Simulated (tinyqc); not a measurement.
Cooling rate: nucleation and growth of vacancy voids in a cooling silicon-like crystal. Computed by tinyqc, a small Python program. Command: `OMP_NUM_THREADS=1 python tinyqc.py 3000438 3000439 out.jsonl voids walk`. One thread of a shared host (Intel(R) Xeon(R) Processor @ 2.30GHz), about 0.4 s of CPU time with the checks.

Spherical voids; vacancies are lost only to voids.

Inputs (values chosen for the exercise, for a model crystal): vacancy density at the melting point C_m = 5e+14 1/cm^3; formation energy E_f = 3.79 eV; melting point T_m = 1685 K; diffusion prefactor D0 = 0.00083 cm^2/s; migration energy E_m = 0.5 eV; site density rho = 5e+22 1/cm^3; void surface energy gamma = 0.846 J/m^2; cooling rate q = 1.9 K/min; vacancy excess C0 = 1.4e+14 1/cm^3; temperature step = 0.2 K.

Vacancy supply: given.

Constants: k_B = 8.617333262e-05 eV/K; k_B = 1.380649e-23 J/K.

Method:
- C = C0 as given.
- C_e = C_m exp[-(E_f/k_B)(1/T - 1/T_m)]; D = D0 exp(-E_m/(k_B T)); f = k_B T ln(C/C_e); r* = 2 gamma/(rho f); W* = 16 pi gamma^3/(3 rho^2 f^2); Z = f/sqrt(12 pi W* k_B T); I = rho Z (4 pi r* D C) exp(-W*/(k_B T)).
- March down from 1500 K in steps dT, dt = dT/q, with values at the upper end of each step: a class of I dt voids is born with r*; then all classes grow by r^2 += 2 D (C - C_e) dt/rho; C falls by the vacancies added to voids. Stop at 1150 K. T_n is the T of the largest I, N the final count (classes under 1e-6 /cm^3 are dropped), and the mean radius the number average.

initial excess C = 1.40e+14 1/cm^3

At fixed C:
```
q (K/min)  T_n (K)  N (1/cm^3)  mean radius (nm)
0.19        1440.6  8.5390e+04            197.52
0.47        1436.8  3.2531e+05            126.41
0.95        1433.6  9.1958e+05             89.37
1.90        1430.4  2.5588e+06             63.51
3.80        1427.0  7.1190e+06             45.14
7.60        1423.4  1.9801e+07             32.08
19.00       1418.2  7.6507e+07             20.43
```

Over the rows N goes as q^1.48 and the radius as q^-0.49, near the 3/2 and -1/2 of the scaling argument (depletion time 1/(4 pi N r D) equal to the time in the nucleation range, at fixed N r^3). T_n drops only 22 K for a factor 100 in q. Fast cooling gives many small voids, which an anneal can dissolve.

Extremes, crossings and ranges named in words are read from the listed rows.
